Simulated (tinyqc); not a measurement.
Worked calculation: Hubbard ring of 6 sites. One step of it, computed by the program tinyqc.

Problem. Mean-field iteration 1. H(up) = T + U n(down), H(down) = T + U n(up); fill the lowest levels; n(new) = n + mixing (n(out) - n); E = tr T (rho up + rho down) + U sum n_up n_down of the output.

one-body matrix (hopping and site energies) (eV):
```
           1          2          3          4          5          6
1  -0.850000  -1.480000   0.000000   0.000000   0.000000  -1.480000
2  -1.480000  -0.960000  -1.480000   0.000000   0.000000   0.000000
3   0.000000  -1.480000  -0.080000  -1.480000   0.000000   0.000000
4   0.000000   0.000000  -1.480000  -0.590000  -1.480000   0.000000
5   0.000000   0.000000   0.000000  -1.480000  -0.910000  -1.480000
6  -1.480000   0.000000   0.000000   0.000000  -1.480000  -0.240000
```

U = 8.900000 eV

electrons, up and down: 3  3

mixing = 0.500000

n(up) at the start (a guess, not normalised): 1 0.500000, 2 0.500000, 3 0.500000, 4 0.500000, 5 0.500000, 6 0.500000

n(down) at the start (a guess): 1 0.500000, 2 0.500000, 3 0.500000, 4 0.500000, 5 0.500000, 6 0.500000

Give: levels, up; levels, down; energy; n(up) after iteration 1; n(down) after iteration 1.

Solution.

levels, up (eV): 0.8567  2.1314  2.5761  5.0982  5.5721  6.8355

levels, down (eV): 0.8567  2.1314  2.5761  5.0982  5.5721  6.8355

energy = -2.0876 eV

n(up) after iteration 1: 1 0.5171, 2 0.5257, 3 0.4630, 4 0.5000, 5 0.5238, 6 0.4704

n(down) after iteration 1: 1 0.5171, 2 0.5257, 3 0.4630, 4 0.5000, 5 0.5238, 6 0.4704
